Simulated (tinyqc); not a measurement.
# Lossy on-chip transmission line with skin effect: what changes with what

A uniform line in a homogeneous dielectric: c = sqrt(er)/(c0 Z0), l = Z0 sqrt(er)/c0 (c0 = 299792458 m/s), g = w c td, w = 2 pi f. The resistance joins its limits as r = sqrt(r_dc^2 + r_hf^2), with r_dc = rho/(wd th), r_hf = kr rho/(2 delta (wd + th)), delta = sqrt(rho/(pi f mu0)), mu0 = 4 pi 1e-7 H/m; this is an interpolation, and internal inductance, up to 0.05 nH/mm at low frequency, is neglected.

Values chosen for this exercise: width of the strip wd = 5.1 um; thickness of the strip th = 1.3 um; resistivity rho = 2.2 uohm cm; relative permittivity er = 3.5; loss tangent td = 0; lossless impedance sqrt(l/c) Z0 = 50 ohm; factor for crowding and the return path kr = 1.2; length len = 0.52 mm; source resistance Rg = 50 ohm; load resistance RL = 100 ohm; load capacitance CL = 300 fF; frequency f = 6.5 GHz.

Each table varies one quantity; the others keep the values above.

## Line properties against frequency

gamma = sqrt((r + i w l)(g + i w c)) = alpha + i beta, Zc = sqrt((r + i w l)/(g + i w c)), roots with positive real part; loss 8.685889638 alpha in dB; phase velocity w/beta. ZL = 1/(1/RL + i w CL); reflection (ZL - Zc)/(ZL + Zc); Zin = Zc (ZL + Zc tanh(gamma len))/(Zc + ZL tanh(gamma len)); H = V_load/V_source = [Zin/(Zin + Rg)]/[cosh(gamma len) + (Zc/ZL) sinh(gamma len)].

Line properties against frequency:
```
f (GHz)  r (ohm/mm)  r/(w l)  loss (dB/mm)  |Zc| (ohm)  phase velocity over c0  length in wavelengths  |H| (dB)
0.01          3.319    169.3       0.03124       650.6                 0.05792               2.995e-4    -3.621
0.03          3.322    56.48       0.05382       375.8                 0.09970               5.219e-4    -3.621
0.09          3.329    18.86       0.09168       217.3                  0.1695               9.210e-4    -3.622
0.3           3.353    5.700        0.1581       120.3                  0.2902               0.001793    -3.624
0.8           3.409    2.174        0.2273       77.34                  0.4104               0.003381    -3.636
2             3.541   0.9031        0.2839       58.04                  0.4934               0.007031    -3.700
7             4.044   0.2947        0.3476       51.05                  0.5289                0.02296    -4.463
20            5.126   0.1307        0.4443       50.21                  0.5334                0.06504    -8.018
60            7.537  0.06408        0.6544       50.05                  0.5342                 0.1948    -15.84
```

What does the comparison show?

r equals w l at 1.79 GHz: below it |Zc| and the delay grow as in an RC line, above it |Zc| tends to Z0 = 50 ohm and the velocity to 1/sqrt(er) = 0.535 c0. The loss goes as f^(0.49) between the first two rows and f^(0.35) between the last two. |H| is -3.62 dB in the first row and -15.8 dB in the last; between rows it can pass through resonances that the table doesn't show.

## Effect of the length

Same model as above.

The same in every row: r (ohm/mm) = 3.997; r/(w l) = 0.3136; loss (dB/mm) = 0.3430; |Zc| (ohm) = 51.19; phase velocity over c0 = 0.5282.

Effect of the length:
```
len (mm)  length in wavelengths  |H| (dB)
0.052                  0.002134    -4.207
0.091                  0.003735    -4.219
0.16                   0.006567    -4.240
0.28                    0.01149    -4.278
0.49                    0.02011    -4.347
0.85                    0.03489    -4.472
1.5                     0.06157    -4.720
2.6                      0.1067    -5.187
```

What does the comparison show?

As len goes from 0.052 to 2.6, the loss stays at 0.343 dB/mm, |Zc| stays at 51.2 ohm and |H| goes from -4.21 to -5.19 dB, with its highest value among the rows, -4.21 dB, at len = 0.052.

tinyqc, about 0.01 s, one thread, Intel Xeon 2.30GHz (shared host): `OMP_NUM_THREADS=1 python tinyqc.py 2810172 2810173 out.jsonl`
